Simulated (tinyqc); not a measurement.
Ellipsometry and reflectance of a transparent film on an absorbing substrate: one step of the calculation.

Air (index 1), film, substrate with N2 = n2 - i k2; time factor exp(+i w t). q_j = sqrt(N_j^2 - sin^2 th), root with positive real part. Fresnel coefficients r_s = (q_a - q_b)/(q_a + q_b), r_p = (N_b^2 q_a - N_a^2 q_b)/(N_b^2 q_a + N_a^2 q_b). tan(Psi) exp(i Delta) = R_p/R_s, Delta taken from 0 to 360 degrees.

Question. Psi, Delta and reflectances. beta = 2 pi d q1/lam, X = exp(-2 i beta), R = (r01 + r12 X)/(1 + r01 r12 X) for p and s.

Parameters, values chosen for the exercise:
- lam = 800 nm (wavelength)
- d = 26 nm (film thickness)

q1 = 1.0990422
r01,p = -0.21161479
r01,s = -0.52532221
r12,p = 0.33482004-0.00072746i
r12,s = -0.52926411+0.00067759i

Give: beta; X; R_p; R_s; Psi; Delta; |R_p|^2; |R_s|^2.

Answer.

beta = 0.2244 rad
X = 0.9009-0.4339i
R_p = 0.0906-0.1589i
R_s = -0.8115+0.1057i
Psi = 12.60 degrees
Delta = 127.1 degrees
|R_p|^2 = 0.03345
|R_s|^2 = 0.6697

The bare substrate gives Psi = 9.129 and Delta = 179.67 degrees.

Numbers from tinyqc (`OMP_NUM_THREADS=1 python tinyqc.py 2870187 2870188 out.jsonl`; about 0.01 s on one thread of a shared Intel Xeon 2.30GHz).
